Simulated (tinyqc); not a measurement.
Spin coating of a resist or spin-on film: centrifugal thinning, evaporation and the final thickness (Emslie and Meyerhofer models): one step, computed by the program tinyqc. Command: `OMP_NUM_THREADS=1 python tinyqc.py 3110130 3110131 out.jsonl spincoat walk`. One thread of a shared host (Intel(R) Xeon(R) Processor @ 2.30GHz), about 0.1 s of CPU time with the checks.

A Newtonian film stays uniform over the wafer; solvent and solids have the same density and the concentration is uniform through the thickness.

Task: Thinning without evaporation. dh/dt = -K h^3 gives h = h0/sqrt(1 + 2 K h0^2 t); for long times h = 1/sqrt(2 K t).

Inputs (values chosen for the exercise, of the order of those of a polymer resist in an ester solvent): starting thickness h0 = 200 micrometre; time t = 2.5 s.

flow constant K = 3.541099e-04 1/(micrometre^2 s)

Give: h(t) without evaporation; long-time form; time 1/(2 K h0^2).

Result:

h(t) without evaporation = 23.599 micrometre

long-time form = 23.765 micrometre

time 1/(2 K h0^2) = 0.035300 s

The long-time form is within 0.70 %: the starting thickness is forgotten.
